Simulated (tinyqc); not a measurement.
Hole mobility in a silicon inversion layer, empirical terms and Matthiessen rule: one step of the calculation.

Inversion layer of sheet density Ns on a uniformly doped body. The mobility terms are empirical power laws with prefactors chosen for the exercise; adding their inverses (Matthiessen) is itself an approximation.

Problem. Split C-V extraction. Q(Vg) is the trapezoid sum of Cgc from the first point (where Q is taken as 0); mu_eff = I/((W/L) Q Vd); mu_FE = (dI/dVg)/((W/L) Cox Vd) with a backward difference. Listed from point 4 on.

Parameters, values chosen for the exercise; material values close to those of silicon: gate capacitance Cox = 1.26 uF/cm^2; ratio W/L WL = 20; drain voltage Vd = 0.01 V.

| point | Vg (V) | Cgc (uF/cm^2) | I (uA) |
|---|---|---|---|
| 0 | 0.1 | 2.0100558e-4 | 5.8422680e-9 |
| 1 | 0.2 | 0.0028374784 | 1.1662075e-6 |
| 2 | 0.3 | 0.038984903 | 2.2545352e-4 |
| 3 | 0.4 | 0.39202697 | 0.029866201 |
| 4 | 0.5 | 1.0894800 | 0.67033009 |
| 5 | 0.6 | 1.2462116 | 2.5172080 |
| 6 | 0.7 | 1.2590153 | 4.8933023 |
| 7 | 0.8 | 1.2599303 | 7.4168357 |
| 8 | 0.9 | 1.2599951 | 9.9524986 |
| 9 | 1 | 1.2599997 | 12.443335 |
| 10 | 1.1 | 1.2600000 | 14.863500 |
| 11 | 1.2 | 1.2600000 | 17.201622 |
| 12 | 1.3 | 1.2600000 | 19.453618 |

Wanted: Q; mu_eff; mu_FE.

Solution.

| point | Q (uC/cm^2) | mu_eff (cm^2/(V s)) | mu_FE (cm^2/(V s)) |
|---|---|---|---|
| 4 | 0.09787 | 34.25 | 25.42 |
| 5 | 0.2147 | 58.63 | 73.29 |
| 6 | 0.3399 | 71.98 | 94.29 |
| 7 | 0.4659 | 79.60 | 100.1 |
| 8 | 0.5919 | 84.08 | 100.6 |
| 9 | 0.7179 | 86.67 | 98.84 |
| 10 | 0.8439 | 88.07 | 96.04 |
| 11 | 0.9699 | 88.68 | 92.78 |
| 12 | 1.096 | 88.76 | 89.36 |

At the last point mu_FE is 0.68 % above mu_eff.

Computed by the program tinyqc: `OMP_NUM_THREADS=1 python tinyqc.py 2510174 2510175 out.jsonl`, one thread of a shared Intel Xeon 2.30GHz, about 0.01 s for the whole run.
